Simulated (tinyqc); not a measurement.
Inside a calculation: two-dimensional electron gas with Rashba and Dresselhaus coupling. Values are carried at full precision from step to step, so a last printed digit may differ when a step is redone from the rounded ones.

H = c k^2/m + al (ky sx - kx sy) + b1 (kx sx - ky sy) + gam kx ky (kx sy - ky sx), s the Pauli matrices, x = [100], c = hbar^2/2m0, b1 = gam (pi/L)^2 (hard walls). H = c k^2/m + B.s, so E = c k^2/m -/+ |B| and the lower state has its spin along -B.

Constants: hbar^2/2m0 = 3.80998211 eV angstrom^2; hbar = 6.58211957e-16 eV s.

Parameters, chosen for this exercise (of the size met in GaAs; the results hold for these values, not for the real material): m = 0.0628 m0 (mass); al = 0.02 eV angstrom (Rashba constant); gam = 12.8 eV angstrom^3 (bulk Dresselhaus constant); L = 115 angstrom (width of the (001) well); n = 8.5 1e11/cm^2 (sheet density (one subband filled)); phi = 60 degrees (angle of k from [100]).

## Scales

b1; mean Fermi wave vector k0 = sqrt(2 pi n) (1e11/cm^2 = 1e-5/angstrom^2); E0 = c k0^2/m; b3 = gam k0^2/4; kR = al m/(2c) and ER = al kR/2, the shift and depth of a pure Rashba band.

b1 = 0.009552 eV angstrom
k0 = 0.02311 1/angstrom
E0 = 32.401 meV
b3 = 0.001709 eV angstrom
kR = 0.0001648 1/angstrom
ER = 0.001648 meV

The ratio al/(b1 - b3) is 2.55; kR is 0.7 % of k0.

## Spin-orbit field at one point of the Fermi circle

k = k0 (cos phi, sin phi). Form B, the splitting 2|B| and the direction of the lower spin, atan2(-By, -Bx).

Bx, By (meV): [0.4514, -0.3881]

splitting = 1.1906 meV
direction of the lower spin = 139.3 degrees

## The matrix

H = [[E0, Bx - i By], [Bx + i By, E0]] in meV; diagonalise. Precession period h/(2|B|) = 2 pi hbar/(splitting).

H (meV), rows up, down and columns alike:
```
[[32.4013, 0.4514+0.3881i],
 [0.4514-0.3881i, 32.4013]]
```

levels (meV): [31.8060, 32.9966]

period = 3.47 ps

## The two wave vectors at the energy E0 along this direction

Solve c k^2/m -/+ |B(k)| = E0. The spin turns by (k_outer - k_inner) per length, so a half turn takes pi/(difference).

k (1/angstrom): outer 0.023323, inner 0.022898

difference = 0.0004246 1/angstrom
length of a half turn = 739.9 nm

For linear terms alone the difference is (m/c)|B|/k, whatever the energy: every electron along this direction turns alike, the basis of the spin transistor. The cubic term makes it depend on density.

## Checks

- Difference of the Fermi wave vectors without Dresselhaus terms against al m/c: both 0.00032966.

(tinyqc, `OMP_NUM_THREADS=1 python tinyqc.py 1451679 1451680 out.jsonl`, Intel(R) Xeon(R) Processor @ 2.30GHz, 1 thread, shared host, about 0.01 s.)
